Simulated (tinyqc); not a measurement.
What moves the results: virtual-crystal alloy in the empirical-pseudopotential method. A value that a table varies takes the place of the one given here.

Empirical pseudopotential on the fcc lattice, atoms at +/- tau, tau = a (1,1,1)/8, no spin-orbit coupling. H(G,G') = c (2 pi/a)^2 |k + G|^2 delta + VS(q) cos(q.tau) + i VA(q) sin(q.tau), q = G - G', c = hbar^2/2m0; k and G in units of 2 pi/a; VS at |q|^2 = 3, 8, 11 and VA at 3, 4, 11, in rydberg, zero elsewhere. At each k the basis holds all G with |k + G|^2 up to 16; energies are counted from the fourth level at Gamma.

Virtual crystal A(1-x)B(x): a = (1 - x) a_A + x a_B. Rule linear: V = (1 - x) V_A + x V_B. Rule volume: V = [(1 - x) a_A^3 V_A + x a_B^3 V_B]/a^3, since a form factor is an atomic potential divided by the cell volume.

Constants: hbar^2/2m0 = 3.80998211 eV angstrom^2; Ry = 13.60569312 eV.

Values chosen for the exercise (classic local form factors of the size used for GaAs (A) and InAs (B), which place X and L only to a few tenths of an eV; the results hold for these values, not for the real material): a = (5.636, 6.035) angstrom (lattice constants of A, B); VSA = (-0.228, 0.009, 0.061) Ry (symmetric form factors of A); VAA = (0.071, 0.049, 0.01) Ry (antisymmetric form factors of A); VSB = (-0.225, 0, 0.051) Ry (symmetric form factors of B); VAB = (0.08, 0.049, 0.029) Ry (antisymmetric form factors of B); rule = volume (mixing rule).

## Gaps across the alloy

Gaps from the valence top to the fifth band at Gamma, at L = (1/2,1/2,1/2) and at the lowest of k = (f,0,0), f = 0.70, 0.75, ..., 1.00. Bowing C = 4 [(E(0) + E(1))/2 - E(1/2)].

Gaps (eV):

| x | Gamma | Delta/X | f of the minimum | L | lowest |
|---|---|---|---|---|---|
| 0.000 | 1.426 | 1.690 | 0.90 | 1.617 | Gamma |
| 0.167 | 1.234 | 1.793 | 0.90 | 1.608 | Gamma |
| 0.333 | 1.059 | 1.889 | 0.95 | 1.600 | Gamma |
| 0.500 | 0.899 | 1.976 | 0.95 | 1.594 | Gamma |
| 0.667 | 0.755 | 2.055 | 0.95 | 1.589 | Gamma |
| 0.833 | 0.626 | 2.128 | 1.00 | 1.585 | Gamma |
| 1.000 | 0.511 | 2.195 | 1.00 | 1.583 | Gamma |

bowing (eV): Gamma 0.277, Delta/X -0.133, L 0.024

The lowest valley is Gamma throughout. From A to B the Gamma gap moves by -0.92 eV, L by -0.03 eV and Delta/X by +0.51 eV; a move of Delta/X below about 0.4 eV is within the error of such form factors, sign included. The virtual crystal holds no disorder and no bond relaxation, so its bowing comes from the non-linear dependence on the mean potential and volume alone, and it may differ from measured bowing, which is positive in these alloys, in size and even in sign; crossings move with it.

## Two mixing rules

Gaps from the valence top to the fifth band at Gamma, at L = (1/2,1/2,1/2) and at the lowest of k = (f,0,0), f = 0.70, 0.75, ..., 1.00. Both rules agree at the ends.

Gaps (eV):

| x | Gamma, linear | Delta/X, linear | L, linear | Gamma, volume | Delta/X, volume | L, volume |
|---|---|---|---|---|---|---|
| 0.25 | 1.186 | 1.834 | 1.613 | 1.145 | 1.842 | 1.604 |
| 0.50 | 0.951 | 1.966 | 1.605 | 0.899 | 1.976 | 1.594 |
| 0.75 | 0.725 | 2.085 | 1.595 | 0.688 | 2.092 | 1.587 |

At x = 0.5 the volume rule moves Gamma by -52 meV, Delta/X by +10 meV and L by -11 meV, that is the bowing by -4 times these; the lattice constants differ by 7.1 %, and the rules would coincide for equal ones.

Run: tinyqc, `OMP_NUM_THREADS=1 python tinyqc.py 1080485 1080486 out.jsonl`; Intel(R) Xeon(R) Processor @ 2.30GHz, one thread, shared host; about 0.2 s of CPU time with all checks.
